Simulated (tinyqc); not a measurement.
MOSFET in the linear regime without short-channel effects, parameter extraction from computed curves: extraction methods against the temperature.

Inversion charge Q = Cox n Vt W0(exp((Vg - VT)/(n Vt))), W0 the Lambert function and n = nf; u = Q/Cox; mobility mu = mu0/(1 + th1 u + th2 u^2); channel resistance Rch = (L - dL)/(W mu Q); Id = Vd/(Rch + Rsd/W). Cox = eps0 eox/tox. Small Vd, no channel-length or drain effects.

From the continuous curve Id(Vg): tangent at peak gm (V_ext = Vg - Id/gm); constant current Id = 0.1 uA W/L; peak of d2Id/dVg2; Y = Id/sqrt(gm) drawn through Vg = VT + 0.6 and VT + 0.8 V, with intercept VT_Y and slope s. Mobilities gm,max L/(W Cox Vd) and s^2 L/(W Cox Vd) with the drawn L. Last column: share of Rsd/W in the total resistance at VT + 0.8 V.

Inputs (values chosen for the exercise); channel values of the order met in silicon transistors: relative permittivity of the gate insulator (close to silicon nitride) eox = 7.72; insulator thickness tox = 2.4 nm; low-field mobility mu0 = 92 cm^2/(V s); first mobility attenuation factor th1 = 0.67 1/V; second mobility attenuation factor th2 = 0 1/V^2; threshold voltage VT = 0.27 V; body factor nf = 1.43; gate width W = 1 um; drawn gate length L = 0.09 um; drawn less effective length dL = 0.017 um; source plus drain resistance Rsd = 150 ohm um; drain voltage Vd = 0.05 V.

Constants: q = 1.602176634e-19 C, kB = 1.380649e-23 J/K, Vt = kB T/q, eps0 = 8.8541878128e-14 F/cm where lengths are in cm. Results are converted to the units shown.

Results:
```
T (K)	V_ext (V)	constant current (V)	second derivative (V)	VT_Y (V)	mobility from gm (cm^2/(V s))	mobility from Y (cm^2/(V s))	series share (%)
77	0.273	0.272	0.268	0.296	85.1	110	21.3
110	0.272	0.266	0.266	0.302	80.8	109	21.1
150	0.269	0.256	0.264	0.307	76.6	107	20.9
220	0.263	0.236	0.260	0.313	71.0	104	20.6
300	0.254	0.210	0.254	0.316	66.2	101	20.3
450	0.233	0.155	0.240	0.314	59.4	94.3	19.8
```

Estimate the missing row, T = 370 K.

Computed row:
```
T (K)	V_ext (V)	constant current (V)	second derivative (V)	VT_Y (V)	mobility from gm (cm^2/(V s))	mobility from Y (cm^2/(V s))	series share (%)
370	0.245	0.186	0.248	0.316	62.7	97.6	20.0
```

With this row back in the table: The model has VT = 0.27 V and mu0 = 92 cm^2/(V s). Over the table the extracted thresholds move by 40 mV (tangent), 120 mV (constant current), 27 mV (second derivative), 20 mV (Y function). The mobility from gm falls from 85.1 to 59.4 and that from Y falls from 110 to 94.3 cm^2/(V s).

Program tinyqc, `OMP_NUM_THREADS=1 python tinyqc.py 2210157 2210158 out.jsonl`; Intel Xeon 2.30GHz, shared host, one thread, about 0.02 s.
